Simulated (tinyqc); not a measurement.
# Decay of LO phonons and the hot-phonon bottleneck in the cooling of electrons, step by step

A worked calculation. Computed by tinyqc, a small Python program that keeps every step. Command: `OMP_NUM_THREADS=1 python tinyqc.py 3028571 3028572 out.jsonl hotphonon walk`. One thread of a shared host (Intel(R) Xeon(R) Processor @ 2.30GHz), about 0.01 s of CPU time with the checks. Intermediate numbers are printed to about 6 digits and carried at full precision; extremes and crossings named in words are read from the listed rows.

n(E, T) = 1/(exp(E/(k_B T)) - 1) is the Bose occupation. Electrons have a temperature T_e; the LO modes within their reach share one occupation N; the decay products stay at the lattice temperature.

Inputs (values chosen for the exercise, modelled on gallium arsenide):
```
quantity                                             value    unit
LO energy hbar omega                                  36.5     meV
lifetime at T = 0, tau_0                               9.6      ps
share f of the energy in the softer product            0.4       -
lattice temperature T                                  150       K
electron mass m*                                    0.0691     m_0
eps_inf                                                 11       -
static dielectric constant eps_s                        13       -
electron density n                                 6.5e+18  1/cm^3
density of LO modes that the electrons reach, N_m  3.5e+18  1/cm^3
power supplied per electron P                          0.3      nW
step factor                                            0.8       -
```

Decay channel: two unequal phonons (Ridley).

Constants: k_B = 8.617333262e-05 eV/K; c = 299792458 m/s; e^2/(4 pi eps_0) = 14.39964548 eV angstrom; hbar^2/(2 m_0) = 3.80998212 eV angstrom^2; hbar = 6.582119569e-16 eV s; e = 1.602176634e-19 C; k_B = 1.380649e-23 J/K.

## Lifetime and Raman width

Decay rate 1/tau = (1/tau_0) [1 + n(f hbar omega) + n((1 - f) hbar omega)]. Full width Gamma = 1/(2 pi c tau) in 1/cm, c in cm/s.

thermal factor tau_0/tau = 1.70262

phonon lifetime tau = 5.63838 ps

Raman width Gamma = 0.941554 1/cm

equilibrium LO occupation N_0 = 0.0631307

Stimulated decay shortens the lifetime by 41 %.

## Spontaneous emission time

Froehlich coupling alpha = (e^2/(4 pi eps_0)) (1/eps_inf - 1/eps_s) k_0/(2 hbar omega), k_0 = sqrt(m* hbar omega/(hbar^2/(2 m_0))); emission time tau_sp = hbar/(2 alpha hbar omega); bottleneck ratio r = (n/N_m) tau/tau_sp.

alpha = 0.0709818

emission time tau_sp = 127.027 fs

bottleneck ratio r = 82.4334

r compares the rate at which electrons exchange quanta with a mode to its decay rate. Exchange outruns decay, so a hot population builds up if the power is high enough.

## Electron and phonon temperatures in closed form

Net emission per electron: [(N + 1) x - N]/tau_sp with x = exp(-hbar omega/(k_B T_e)), a simple two-level balance; steady state of the modes: n [(N + 1) x - N]/tau_sp = N_m (N - N_0)/tau; power per electron P = hbar omega [(N + 1) x - N]/tau_sp. With p = P tau_sp/(hbar omega): N = N_0 + r p and x = (p + N)/(N + 1); without hot phonons N = N_0. The mode temperature T_LO solves n(hbar omega, T_LO) = N.

reduced power p = 0.00651649

LO occupation N = 0.600308

electron temperature T_e = 436.794 K

T_e without hot phonons = 155.406 K

mode temperature T_LO = 431.985 K

Hot phonons raise T_e by 281 K. T_LO lies close to T_e: electrons and LO modes form one hot system, cooled only by the decay. Caution: the electrons are degenerate; Pauli blocking and the Fermi energy, left out here, matter.

## The same balance by iteration

Eliminating N gives P(T_e) = (hbar omega/tau_sp) [(N_0 + 1) x - N_0]/[1 + r (1 - x)]. Newton steps on ln P against ln T_e, times the step factor, each limited to 0.7 in ln T_e and to keeping a fifth of T_e - T; start at 1.5 T; stop when |ln(P/P(T_e))| < 1e-9 or after 40 steps.

Iterations:
```
step  T_e (K)  P(T_e) (nW)  ln(P/P(T_e))
0     225.000     0.064091   1.54348e+00
1     322.837     0.167762   5.81233e-01
2     400.431     0.257036   1.54567e-01
3     428.449     0.290093   3.35825e-02
4     435.073     0.297955   6.84167e-03
5     436.448     0.299588   1.37352e-03
6     436.725     0.299918   2.74913e-04
7     436.781     0.299984   5.49910e-05
8     436.792     0.299997   1.09985e-05
9     436.794     0.299999   2.19972e-06
10    436.794     0.300000   4.39945e-07
11    436.794     0.300000   8.79890e-08
12    436.794     0.300000   1.75978e-08
13    436.794     0.300000   3.51956e-09
14    436.794     0.300000   7.03912e-10
```

converged (1 yes, 0 no) = 1

T_e from the iteration = 436.794 K

Converged at step 14.

## Energy relaxation with and without hot phonons

P(T_e) = (hbar omega/tau_sp) [(N_0 + 1) x - N_0]/[1 + r (1 - x)], and r = 0 without hot phonons; energy relaxation time tau_E = (3/2) k_B (T_e - T)/P.

Cooling:
```
T_e (K)  P, cold phonons (nW)  P, hot phonons (nW)    ratio  tau_E (ps)         N
180                   1.74671            0.0231058  75.5964     26.8891  0.104504
230                   4.85439            0.0689913  70.3623     24.0143  0.186666
300                   9.02037             0.142399  63.3457     21.8152  0.318109
450                   16.1883             0.315728  51.2730     19.6781  0.628469
650                   22.6025             0.558502  40.4698     18.5404   1.06318
950                   28.4309             0.927495  30.6534     17.8629   1.72389
1450                  33.6389              1.53730  21.8817     17.5129   2.81581
2150                  37.2852              2.36877  15.7403     17.4857   4.30462
```

Reabsorption cuts the loss by a factor 75.6 at the lowest T_e and 15.7 at the highest; the factor is 1 + r (1 - x) with r = 82.4. tau_E runs from 27 to 17 ps, with its shortest value, 17 ps, at T_e = 2150 K, against tau_sp = 130 fs and a phonon lifetime of 5.6 ps. For r (1 - x) much above 1 the loss tends to hbar omega (N_m/n)(n(hbar omega, T_e) - N_0)/tau, in which tau_sp no longer appears. In the coldest rows the electrons are degenerate, so (3/2) k_B (T_e - T) overstates their excess energy. Pauli blocking is left out, as are upper valleys and non-parabolic bands, which can matter above about 1000 K.

Checks made by the program: iteration against the closed form (relative difference 4e-10).
